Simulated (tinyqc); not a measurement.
Global model of a low-pressure process discharge: electron temperature, density, ion flux and ion energy: one step, computed by the program tinyqc.

Maxwellian electrons with temperature T_e in eV, one positive ion, no negative ions, uniform bulk density n; rate constants have the Arrhenius form.

Task: Geometry factors. n_g = p/(k_B T_g); lambda_i = 1/(n_g sigma); h_L = 0.86/sqrt(3 + L/(2 lambda_i)), h_R = 0.8/sqrt(4 + R/lambda_i); A_eff = 2 pi R^2 h_L + 2 pi R L h_R; d_eff = pi R^2 L/A_eff.

Inputs (values chosen for the exercise, of the order of those of an inductive discharge in a simple atomic gas):

| quantity | value | unit |
|---|---|---|
| ion-neutral cross section | 9.9e-19 | m^2 |
| pressure p | 1.6 | Pa |
| gas temperature T_g | 500 | K |
| radius R | 14 | cm |
| height L | 11 | cm |

Constants: k_B = 1.380649e-23 J/K.

Give: gas density n_g; ion mean free path; h_L; h_R; A_eff; d_eff.

Result:

gas density n_g = 2.3178e+20 1/m^3

ion mean free path = 0.43581 cm

h_L = 0.21760

h_R = 0.13310

A_eff = 396.77 cm^2

d_eff = 17.071 cm
